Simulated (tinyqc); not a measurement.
Plane-wave Kohn-Sham cycle with exchange-only LDA in a layered model solid, step by step. One step of it, computed by the program tinyqc.

Question. Iteration 2: levels at that k. Diagonalise the Hermitian matrix.

H (hartree), lower triangle:
```
,-2,-1,+0,+1,+2
-2,0.011966
-1,-0.238155,-0.171511
+0,-0.011132,-0.238155,-0.208206
+1,-0.001567,-0.011132,-0.238155,-0.098120
+2,0.000422,-0.001567,-0.011132,-0.238155,0.158748
```

Give: eigenvalues.

Answer.

eigenvalues (hartree): -0.568  -0.280  -0.013  0.215  0.339
